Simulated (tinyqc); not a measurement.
# Space-charge-limited current with shallow traps, step by step

Program tinyqc, `OMP_NUM_THREADS=1 python tinyqc.py 2370062 2370063 out.jsonl`; Intel Xeon 2.30GHz, shared host, one thread, about 0.01 s. Printed values are rounded.

One carrier type, drift only, an injecting contact at x = 0 (zero field) and thickness L. The share th = y/(1 + y), y = (Nc/Nt) exp(-Et/kB T), of the injected charge is free: J = q mu n F, eps0 eps_r dF/dx = q (n - n0)/th.

Parameters, values chosen for the exercise: temperature T = 350 K; relative permittivity eps_r = 12.9; mobility mu = 0.0013 cm^2/(V s); thickness L = 2200 nm; band density of states Nc = 1.1e20 cm^-3; trap density Nt = 2.9e16 cm^-3; trap depth Et = 0.32 eV; free carrier density in equilibrium n0 = 5.7e13 cm^-3; voltage V = 16 V.

Constants: q = 1.602176634e-19 C, kB = 1.380649e-23 J/K, Vt = kB T/q, eps0 = 8.8541878128e-14 F/cm where lengths are in cm. Results are converted to the units shown.

Range of the model: Diffusion and a field-dependent mobility are left out. With injecting contacts the diffusion current, about 4 pi^2 Vt th eps0 eps_r mu V/L^3, equals the Mott-Gurney current at V = 35 kB T/q (0.9 V at 300 K), so the drift-only result needs V well above that.

## Limits and characteristic voltages

Ohmic J = q n0 mu V/L; Mott-Gurney J = (9/8) th eps0 eps_r mu V^2/L^3; they cross at Vx = 8 q n0 L^2/(9 th eps0 eps_r); traps fill at V_TFL = q Nt L^2/(2 eps0 eps_r).

th = 0.08557476
ohmic J = 8.634276e-4 A/cm^2
Mott-Gurney J = 0.003436782 A/cm^2
Vx = 4.019703 V
V_TFL = 98.44311 V

## The exact current

Exact: with u = n0/n(L), w = -u - ln(1 - u) and v = -u - u^2/2 - ln(1 - u), V = (q n0 L^2/(th eps0 eps_r)) v/w^2 and J = q^2 n0^2 mu L/(th eps0 eps_r w). v/w^2 falls steadily with u, so u follows by bisection.

v/w^2 = 3.538128
u = 0.3066057
w = 0.05955075
J = 0.004097936 A/cm^2
exit field over V/L = 1.455189

J is 4.7 % below the plain sum of the two limits; the exit field lies between the ohmic 1 and the Mott-Gurney 1.5.
